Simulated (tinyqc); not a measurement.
Sublattice potential against complex hopping: Haldane model. Computed by the program tinyqc. Command: `OMP_NUM_THREADS=1 python tinyqc.py 114349 114350 out.jsonl`; one thread of a shared host (Intel(R) Xeon(R) Processor @ 2.60GHz), about 0.1 s.

Honeycomb lattice:
```
parameter     value
t1 (eV)    1.480000
t2 (eV)    0.180000
phi (rad)  1.000000
```

H_AA = delta - 2 t2 sum cos(k.b + phi), H_BB = -delta - 2 t2 sum cos(k.b - phi), H_AB = -t1 (1 + exp(-i k.a1) + exp(-i k.a2)), b = a1, a2 - a1, -a2, m = 3 sqrt3 t2 sin(phi); the sign of the Chern number follows the orientation k1 then k2.

Gaps at the two valleys (eV) and Chern number of the lower band (12 x 12 mesh):
```
delta    gap 2|delta - m|  gap 2|delta + m|  Chern number
-1.4170            4.4081            1.2599             0
-1.0230            3.6201            0.4719             0
-0.4720            2.5181            0.6301            -1
0.0000             1.5741            1.5741            -1
0.3150             0.9441            2.2041            -1
0.5900             0.3941            2.7541            -1
0.9840             0.3939            3.5421             0
1.5740             1.5739            4.7221             0
```

Here |m| = 0.7870 eV. For |delta| < |m| the two valleys have masses of opposite sign and the Chern number is +/-1; one gap closes at |delta| = |m|, and beyond it the band is trivial.
